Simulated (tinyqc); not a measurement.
Changing the thickness W: carrier lifetime from Shockley-Read-Hall, radiative, Auger and surface recombination. Computed by tinyqc, a small Python program. Command: `OMP_NUM_THREADS=1 python tinyqc.py 3004890 3004891 out.jsonl lifetime sweep`. One thread of a shared host (Intel(R) Xeon(R) Processor @ 2.30GHz), about 0.02 s of CPU time with the checks.

Energies are counted from the top of the valence band. Boltzmann statistics, full ionisation, and equal excess densities of electrons and holes.

Inputs (values chosen for the exercise, for a model semiconductor):
```
quantity,value,unit
gap E_g,0.66,eV
electron mass m_e,0.0348,m_0
valleys M_c,1,-
hole mass m_h,0.367,m_0
temperature T,300,K
doping N,3.9e+14,cm^-3
trap level E_t,0.126,eV
trap density N_t,8.8e+14,cm^-3
electron cross-section sigma_n,2.4e-14,cm^2
hole cross-section sigma_p,1.1e-15,cm^2
radiative coefficient B,9.1e-11,cm^3/s
Auger coefficient C_n,1.8e-31,cm^6/s
Auger coefficient C_p,1.4e-31,cm^6/s
excess density dn,1.3e+16,cm^-3
generation rate G,4.7e+23,cm^-3 s^-1
diffusion coefficient D,8.7,cm^2/s
surface velocity S,35000,cm/s
```

Doping: p-type. Surface term: two equal surfaces.

Constants: m_0 = 9.1093837015e-31 kg; k_B = 1.380649e-23 J/K; h = 6.62607015e-34 J s; k_B = 8.617333262e-05 eV/K.

Method:
- N_c = 2 M_c (2 pi m_e k_B T/h^2)^(3/2) and N_v = 2 (2 pi m_h k_B T/h^2)^(3/2), masses in units of m_0.
- n_i = sqrt(N_c N_v) exp(-E_g/2 k_B T); majority density N/2 + sqrt(N^2/4 + n_i^2), minority density n_i^2 over it.
- v = sqrt(3 k_B T/m) with m_e or m_h; tau_n0 = 1/(sigma_n v_n N_t), tau_p0 = 1/(sigma_p v_p N_t); n1 = N_c exp(-(E_g - E_t)/k_B T), p1 = N_v exp(-E_t/k_B T).
- The slowest diffusion mode has x tan x = S W/(2 D) with 0 < x < pi/2 (bisection), and tau_s = W^2/(4 x^2 D). The common approximation is W/(2 S) + W^2/(pi^2 D).
- With n = n_0 + dn, p = p_0 + dn and U/dn = 1/tau: (n p - n_i^2)/dn = n_0 + p_0 + dn = s; 1/tau_SRH = s/[tau_p0 (n + n1) + tau_n0 (p + p1)]; 1/tau_rad = B s; 1/tau_Aug = (C_n n + C_p p) s; the rates add, with 1/tau_s.
- Radiative efficiency = tau_eff/tau_rad; effective diffusion length = sqrt(D tau_eff).
- dn solves dn/tau_eff(dn) = G (60 bisections in ln dn between 1e-2 and 1e22 cm^-3); the splitting of the quasi-Fermi levels is k_B T ln(n p/n_i^2).

One run for each value:
```
thickness W (micrometre),tau_s (s),effective lifetime at dn (s),quasi-Fermi splitting under G (eV)
1,1.526e-09,1.482e-09,0.2983
7,1.502e-08,1.164e-08,0.3955
20,7.172e-08,3.005e-08,0.4427
50,3.515e-07,4.508e-08,0.4619
100,1.283e-06,4.971e-08,0.4663
400,1.910e-05,5.157e-08,0.4679
1000,1.176e-04,5.169e-08,0.4680
```

Give the missing row, thickness W (micrometre) = 3.

Computed row:
```
thickness W (micrometre)  tau_s (s)  effective lifetime at dn (s)  quasi-Fermi splitting under G (eV)
3                         5.178e-09                     4.707e-09                              0.3510
```

Interpolating between the two neighbouring rows (the first column on a logarithmic scale, the others too where they are positive) misses most in tau_s (s), by 7.1 %. Over the rows, tau_s (s) rises from 1.53e-9 to 1.18e-4 (exponent d ln y / d ln x 1.1 between the first rows and 2.0 between the last); effective lifetime at dn (s) rises from 1.48e-9 to 5.17e-8 (exponent d ln y / d ln x 1.1 between the first rows and 0.0025 between the last); quasi-Fermi splitting under G (eV) rises from 0.298 to 0.468 (exponent d ln y / d ln x 0.15 between the first rows and 2.3e-4 between the last).

Caution (all rows): the trap density is not small against the doping, so trapped charge breaks the equality of the excess densities. Caution (all rows): beyond low injection D should be the ambipolar coefficient. Caution (rows 20.0, 50.0, 100, 400, 1000): the layer is thicker than two bulk diffusion lengths: adding 1/tau_s describes the late decay, and understates the surface loss in a steady state.

Extremes, crossings and ranges named in words are read from the listed rows.
